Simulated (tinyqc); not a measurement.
MOSFET in the linear regime without short-channel effects, parameter extraction from computed curves: extraction methods against the first mobility attenuation factor.

Inversion charge Q = Cox n Vt W0(exp((Vg - VT)/(n Vt))), W0 the Lambert function and n = nf; u = Q/Cox; mobility mu = mu0/(1 + th1 u + th2 u^2); channel resistance Rch = (L - dL)/(W mu Q); Id = Vd/(Rch + Rsd/W). Cox = eps0 eox/tox. Small Vd, no channel-length or drain effects.

From the continuous curve Id(Vg): tangent at peak gm (V_ext = Vg - Id/gm); constant current Id = 0.1 uA W/L; peak of d2Id/dVg2; Y = Id/sqrt(gm) drawn through Vg = VT + 0.6 and VT + 0.8 V, with intercept VT_Y and slope s. Mobilities gm,max L/(W Cox Vd) and s^2 L/(W Cox Vd) with the drawn L. Last column: share of Rsd/W in the total resistance at VT + 0.8 V.

Inputs (values chosen for the exercise); channel values of the order met in silicon transistors: temperature T = 300 K; relative permittivity of the gate insulator (close to zirconium oxide) eox = 24.6; insulator thickness tox = 6.9 nm; low-field mobility mu0 = 280 cm^2/(V s); second mobility attenuation factor th2 = 0.26 1/V^2; threshold voltage VT = 0.22 V; body factor nf = 1.27; gate width W = 0.5 um; drawn gate length L = 0.15 um; drawn less effective length dL = 0.018 um; source plus drain resistance Rsd = 120 ohm um; drain voltage Vd = 0.02 V.

Constants: q = 1.602176634e-19 C, kB = 1.380649e-23 J/K, Vt = kB T/q, eps0 = 8.8541878128e-14 F/cm where lengths are in cm. Results are converted to the units shown.

Extraction methods against the first mobility attenuation factor:

| th1 (1/V) | V_ext (V) | constant current (V) | second derivative (V) | VT_Y (V) | mobility from gm (cm^2/(V s)) | mobility from Y (cm^2/(V s)) | series share (%) |
|---|---|---|---|---|---|---|---|
| 0 | 0.214 | 0.163 | 0.208 | 0.328 | 206 | 390 | 33.3 |
| 0.2 | 0.210 | 0.163 | 0.207 | 0.328 | 197 | 390 | 30.7 |
| 0.4 | 0.207 | 0.163 | 0.206 | 0.328 | 190 | 390 | 28.5 |
| 0.6 | 0.204 | 0.163 | 0.205 | 0.328 | 183 | 390 | 26.7 |
| 0.8 | 0.202 | 0.163 | 0.204 | 0.328 | 177 | 390 | 25.0 |
| 1 | 0.200 | 0.163 | 0.203 | 0.328 | 172 | 390 | 23.5 |
| 1.2 | 0.198 | 0.163 | 0.203 | 0.328 | 167 | 390 | 22.2 |

The model has VT = 0.22 V and mu0 = 280 cm^2/(V s). Over the table the extracted thresholds move by 16 mV (tangent), under 0.5 mV (constant current), 6.0 mV (second derivative), under 0.5 mV (Y function). The mobility from gm falls from 206 to 167 and that from Y stays near 390 cm^2/(V s).

Numbers from tinyqc (`OMP_NUM_THREADS=1 python tinyqc.py 2210170 2210171 out.jsonl`; about 0.02 s on one thread of a shared Intel Xeon 2.30GHz).
